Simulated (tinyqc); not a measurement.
Classical Heisenberg spin chain: exact results, Metropolis, heat-bath and over-relaxation steps, and a Monte Carlo run: one step, computed by the program tinyqc. Command: `OMP_NUM_THREADS=1 python tinyqc.py 3130087 3130088 out.jsonl heismc walk`. One thread of a shared host (Intel(R) Xeon(R) Processor @ 2.30GHz), about 0.2 s of CPU time with the checks.

E = -J sum_i s_i . s_(i+1) for unit vectors s_i on an open chain; K = J/(k_B T).

Question. Exact results. Each bond angle is independent, so u = <s_i . s_(i+1)> = coth K - 1/K, <s_i . s_(i+n)> = u^n, correlation length xi = -1/ln|u|, energy per bond -J u, heat capacity per bond c/k_B = 1 - K^2/sinh^2 K, and for the long chain chi = mu^2 (1 + u)/(3 k_B T (1 - u)) per spin.

Inputs (values chosen for the exercise, for a model chain of large moments): coupling J = 38 meV; temperature T = 326 K; moment mu = 3.4 mu_B.

Constants: k_B = 8.617333262e-05 eV/K; mu_B = 5.7883818060e-05 eV/T.

Give: K; u; xi; energy per bond; heat capacity; chi over the Curie value; chi.

Answer.

K = 1.353

u = 0.4040

xi = 1.103 sites

energy per bond = -15.35 meV

heat capacity = 0.4381 k_B/bond

chi over the Curie value = 2.356

chi = 0.01870 mu_B/T per spin
